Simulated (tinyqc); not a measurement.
Inside a calculation. Model: threshold-voltage variability of a planar MOSFET, analytic estimates.

Computed by the program tinyqc: `OMP_NUM_THREADS=1 python tinyqc.py 2090156 2090157 out.jsonl`, one thread of a shared Intel Xeon 2.30GHz, about 0.01 s for the whole run. Printed values are rounded.

Three independent sources add in quadrature: random dopants in the depleted layer, metal-gate grains of two orientations, and roughness of the two gate edges acting through the roll-off VT = VT(long) - Vr exp(-L/l). These are first-order estimates: no three-dimensional electrostatics, no percolation.

Parameters, values chosen for the exercise; material values close to those of silicon:
```
symbol,value,unit,meaning
T,273,K,temperature
Eg,1.13,eV,band gap
eps_r,11.9,,relative permittivity of the semiconductor
Nc,2.41e19,cm^-3,conduction-band density of states at T
Nv,2.26e19,cm^-3,valence-band density of states at T
Na,9.4e17,cm^-3,channel doping
ti,2.4,nm,oxide-equivalent thickness in inversion
L,65,nm,gate length
W,74,nm,gate width
G,15,nm,metal grain size
dW,0.2,eV,work-function difference of the two grain orientations
p,0.4,,share of the orientation of higher work function
De,0.7,nm,rms roughness of one gate edge
La,20,nm,correlation length of the roughness
l,18,nm,decay length of the threshold roll-off
Vr,2.4,V,prefactor of the roll-off
n,1.24,,subthreshold factor
gI,10,1/V,gm/I of a matched pair
sb,1.9,%,spread of the gain factor of one device
Nb,8388608,,number of cells
Y,0.99,,wanted yield
```

Constants: q = 1.602176634e-19 C, kB = 1.380649e-23 J/K, Vt = kB T/q, eps0 = 8.8541878128e-14 F/cm where lengths are in cm. Results are converted to the units shown.

Range of the model: gI s exceeds 0.2, so the linear formula for the current mismatch is only a rough guide.

## Random dopants

ni = sqrt(Nc Nv) exp(-Eg/(2 Vt)), Eg in volts; Cox = 3.9 eps0/ti; Wd = sqrt(4 eps0 eps_r Vt ln(Na/ni)/(q Na)); dopants: s1 = (q/Cox) sqrt(Na Wd/(3 L W)). The slope A1 = s1 sqrt(L W); mean number of dopants Na L W Wd.

Cox = 1.438806 uF/cm^2
Wd = 37.00901 nm
mean number of dopants = 167.3325
A1 = 1.199127 mV um
s1 = 17.28991 mV

Counting alone, 1/sqrt(N) of the depletion voltage q Na Wd/Cox = 387 mV, would give sqrt(3) times more: dopants deep in the layer act less on the surface.

## Metal grains and edge roughness

Grains: Ng = L W/G^2 (at least 1), s2 = dW sqrt(p (1 - p)/Ng). Edges, with exponential correlation and u = W/La: the mean gate length has sL^2 = 2 De^2 (2/u)[1 - (1 - exp(-u))/u]; s3 = sL (Vr/l) exp(-L/l).

Ng = 21.37778
s2 = 21.19114 mV
sL = 0.6245792 nm
dVT/dL = 3.602907 mV/nm
s3 = 2.250301 mV

## Total spread, mismatch and leakage

s = sqrt(s1^2 + s2^2 + s3^2). For a pair: s(dVT) = sqrt(2) s; current mismatch sqrt(2) sqrt((gI s)^2 + sb^2); input offset = current mismatch/gI. For a Gaussian VT the off current is log-normal with mean/median = exp(s^2/(2 (n Vt)^2)).

s = 27.44211 mV
s(dVT) = 38.80900 mV
current mismatch = 38.90191 %
input offset = 38.90191 mV
mean/median of Ioff = 1.556558

The grains give 59.6 % of the variance; without them s would be 17.4 mV. A current mismatch this large is beyond the linear estimate.

## Iteration 1: margin in standard deviations for the wanted yield

k at the start = 3

Cells fail independently with probability Q(k) = erfc(k/sqrt(2))/2 when the margin is k standard deviations, and Y = exp(-Nb Q(k)). phi = exp(-k^2/2)/sqrt(2 pi). Newton steps on ln Q(k) = ln(-ln(Y)/Nb): k(new) = k + [ln Q - ln(-ln(Y)/Nb)] Q/phi.

Q(k) = 0.001349898
phi = 0.004431848
k after iteration 1 = 7.244407

## Iteration 2: margin in standard deviations for the wanted yield

As before.

Q(k) = 2.171671e-13
phi = 1.602177e-12
k after iteration 2 = 6.076610

## Course of the iteration: margin in standard deviations for the wanted yield

Stop when k changes by less than 1e-9, or after 30 iterations.

Course of the iteration:
```
iteration         k  |change|
1          7.244407      4.24
2          6.076610      1.17
3          5.969299     0.107
4          5.968381   9.17e-4
5          5.968381   6.70e-8
6          5.968381   < 1e-12
```

Converged in 6 iterations. At the end the number of correct digits about doubles with each step. With s(dVT) = 38.8 mV, 5.97 standard deviations are 232 mV.
